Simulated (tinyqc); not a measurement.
Shallow acceptor in the spherical model (Baldereschi-Lipari), strong spin-orbit limit: one step, computed by the program tinyqc. Command: `OMP_NUM_THREADS=1 python tinyqc.py 3004687 3004688 out.jsonl acceptor walk`. One thread of a shared host (Intel(R) Xeon(R) Processor @ 2.30GHz), about 0.01 s of CPU time with the checks.

The 1S(3/2) state has an s envelope f(r) and a d envelope g(r). In effective units they obey -(f'' + 2f'/r + 2f/r) + mu (g'' + 5g'/r + 3g/r^2) = E f and -(g'' + 2g'/r - 6g/r^2 + 2g/r) + mu (f'' - f'/r) = E g. The cubic term, the split-off band and the central cell are left out.

Problem. Lowest level in the small basis. H c = E S c with c^T S c = 1 and the largest component positive; the d weight is the part of the norm in g.

H (Ry*), rows f1, f2, f3, g1, g2, g3:
$$\begin{pmatrix}
-0.9711 & -0.9085292 & -0.6470482 & 0.4962097 & 0.6740059 & 0.6219128 \\
-0.9085292 & -0.317724 & 1.188785 & 1.065364 & 2.401655 & 3.262188 \\
-0.6470482 & 1.188785 & 8.103496 & 1.432369 & 5.156362 & 11.62401 \\
0.4962097 & 1.065364 & 1.432369 & 0.7774333 & 1.738296 & 2.122427 \\
0.6740059 & 2.401655 & 5.156362 & 1.738296 & 5.953977 & 10.81362 \\
0.6219128 & 3.262188 & 11.62401 & 2.122427 & 10.81362 & 33.63789
\end{pmatrix}$$

S, rows f1, f2, f3, g1, g2, g3:
$$\begin{pmatrix}
1.000000 & 0.796662 & 0.427681 & 0.000000 & 0.000000 & 0.000000 \\
0.796662 & 1.000000 & 0.796662 & 0.000000 & 0.000000 & 0.000000 \\
0.427681 & 0.796662 & 1.000000 & 0.000000 & 0.000000 & 0.000000 \\
0.000000 & 0.000000 & 0.000000 & 1.000000 & 0.684631 & 0.242772 \\
0.000000 & 0.000000 & 0.000000 & 0.684631 & 1.000000 & 0.684631 \\
0.000000 & 0.000000 & 0.000000 & 0.242772 & 0.684631 & 1.000000
\end{pmatrix}$$

Give: E; coefficients; d weight.

Solution.

E = -1.290 Ry*

coefficients: f1 0.3778, f2 0.6494, f3 -0.0479, g1 -0.1758, g2 -0.1948, g3 0.0261

d weight = 0.1073

Caution: gamma_3 and gamma_2 differ by more than 0.17 gamma_1: band warping, left out here, adds several per cent to the binding.
